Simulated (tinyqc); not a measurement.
# Barrier and mass from two Fowler-Nordheim currents

Question. Fowler-Nordheim tunnelling through a dielectric follows J = A F^2 exp(-B/F), A = q^2 me/(16 pi^2 hbar m1 phi1) (A/V^2 with phi1 in volts), B = (4/3) sqrt(m1/C) phi1^1.5 (V/nm), C = hbar^2/(2 m0). Find B, A, phi1 and m1.

Values chosen for this exercise:
- me = 1 m0 (emitter mass in the supply function)

Constants: q = 1.602176634e-19 C, hbar = 1.054571817e-34 J s, m0 = 9.1093837015e-31 kg, hbar^2/(2 m0) = 0.0380998212 eV nm^2. Results are converted to the units shown.

J at F = 0.88 and 1.26 V/nm (A/cm^2): 4.4332739  1565.3466

Answer. The slope of ln(J/F^2) against 1/F is -B and the intercept gives A. A fixes the product m1 phi1, and B = (4/3) phi1 sqrt(m1 phi1/C) then gives phi1.

B = 15.0 V/nm
A = 1.49e-6 A/V^2
phi1 = 2.16 eV
m1 = 0.480 m0

Numbers from tinyqc (`OMP_NUM_THREADS=1 python tinyqc.py 2540055 2540056 out.jsonl`; about 0.03 s on one thread of a shared Intel Xeon 2.30GHz).
